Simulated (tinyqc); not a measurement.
Hueckel theory of the pi electrons, for the molecule c1ccc2[nH]ccc2c1 (SMILES; centres numbered as the heavy atoms are written), step by step. Computed by tinyqc, a small Python program that keeps every step. Settings: charge = 0. Command: `OMP_NUM_THREADS=1 python tinyqc.py 20200 20201 out.jsonl` (the two numbers bound the seeds that draw the settings). One thread of a shared host (Intel(R) Xeon(R) Processor @ 2.60GHz), about 0.03 s of CPU time with the checks.

## The Hueckel matrix

Centres:
```
centre,"z_r, pi electrons of the neutral centre",h
1C,1,0.0000
2C,1,0.0000
3C,1,0.0000
4C,1,0.0000
5N,2,1.4800
6C,1,0.0000
7C,1,0.0000
8C,1,0.0000
9C,1,0.0000
```

Bonds:
```
i,j,k
1,2,1
2,3,1
3,4,1
4,5,0.7500
5,6,0.7500
6,7,1
7,8,1
8,9,1
9,1,1
8,4,1
```

H_rr = alpha + h_r beta, H_rs = k_rs beta for bonded centres.

Hueckel matrix in units of beta (H = alpha + beta A), lower triangle:
```
,1C,2C,3C,4C,5N,6C,7C,8C,9C
1C,0.0000
2C,1.0000,0.0000
3C,0.0000,1.0000,0.0000
4C,0.0000,0.0000,1.0000,0.0000
5N,0.0000,0.0000,0.0000,0.7500,1.4800
6C,0.0000,0.0000,0.0000,0.0000,0.7500,0.0000
7C,0.0000,0.0000,0.0000,0.0000,0.0000,1.0000,0.0000
8C,0.0000,0.0000,0.0000,1.0000,0.0000,0.0000,1.0000,0.0000
9C,1.0000,0.0000,0.0000,0.0000,0.0000,0.0000,0.0000,1.0000,0.0000
```

## Orbitals

pi electrons, sum of z_r less the charge = 10

Diagonalise; E = alpha + x beta with beta < 0, so the largest x are filled first; degenerate levels share their electrons. P = sum n_i c_ri c_si; each orbital has its largest coefficient positive (the first on a tie).

x values: 2.4342  1.7564  1.3246  0.8615  0.6056  -0.8149  -1.0894  -1.4505  -2.1476

occupations: 2.0000  2.0000  2.0000  2.0000  2.0000  0.0000  0.0000  0.0000  0.0000

coefficients:
```
,MO1,MO2,MO3,MO4,MO5,MO6,MO7,MO8,MO9
1C,0.1621,-0.4451,-0.1236,0.5219,-0.0304,-0.0624,0.5519,0.2706,0.3245
2C,0.1690,-0.3909,-0.4069,0.1483,0.3746,-0.3938,-0.2252,-0.4358,-0.3083
3C,0.2494,-0.2415,-0.4153,-0.3941,0.2572,0.3833,-0.3065,0.3614,0.3375
4C,0.4380,-0.0333,-0.1433,-0.4878,-0.2188,0.0815,0.5592,-0.0885,-0.4166
5N,0.5729,0.5658,-0.2935,0.3148,-0.2428,-0.1997,-0.2137,0.1336,0.0627
6C,0.2909,0.2418,0.2041,0.2282,0.5019,0.5295,0.1730,-0.4336,0.1133
7C,0.2785,0.0003,0.4905,-0.0395,0.4861,-0.2817,-0.0281,0.5287,-0.2903
8C,0.3870,-0.2413,0.4457,-0.2622,-0.2076,-0.3000,-0.1423,-0.3333,0.5101
9C,0.2256,-0.3908,0.2431,0.3014,-0.3930,0.4447,-0.3760,0.0432,-0.3886
```

charge and bond-order matrix P, lower triangle:
```
,1C,2C,3C,4C,5N,6C,7C,8C,9C
1C,1.0259
2C,0.6354,1.0185
3C,-0.0285,0.6869,1.0291
4C,-0.2888,-0.0179,0.6255,0.9986
5N,0.0980,-0.0984,-0.1169,0.3474,1.7853
6C,0.0364,0.1869,-0.0629,-0.2621,0.3871,0.9776
7C,-0.1019,0.0473,0.0125,-0.0709,-0.2294,0.8324,1.1120
8C,-0.0310,-0.2764,0.0393,0.5740,-0.1555,-0.0377,0.4715,1.0370
9C,0.6994,-0.0210,-0.3404,0.0319,0.0541,-0.2154,-0.0419,0.5850,1.0160
```

## Energy, charges, bond orders

E = sum n x; q_r = z_r - P_rr; bond order p = P_rs; free valence = sqrt(3) - sum of p over the bonds of the atom.

pi energy = 10 alpha + this times beta = 13.9646

pi charges: 1C -0.0259, 2C -0.0185, 3C -0.0291, 4C 0.0014, 5N 0.2147, 6C 0.0224, 7C -0.1120, 8C -0.0370, 9C -0.0160

Bond orders and lengths from R = 1.517 - 0.180 p (angstrom, C-C alone):
```
bond,p,R
1-2,0.6354,1.4026
2-3,0.6869,1.3933
3-4,0.6255,1.4044
4-5,0.3474,-
5-6,0.3871,-
6-7,0.8324,1.3672
7-8,0.4715,1.4321
8-9,0.5850,1.4117
9-1,0.6994,1.3911
8-4,0.5740,1.4137
```

free valence of the carbons: 1C 0.3973, 2C 0.4097, 3C 0.4196, 4C 0.1850, 6C 0.5125, 7C 0.4281, 8C 0.1014, 9C 0.4477

gap between the highest filled and the next level = 1.4204 |beta|
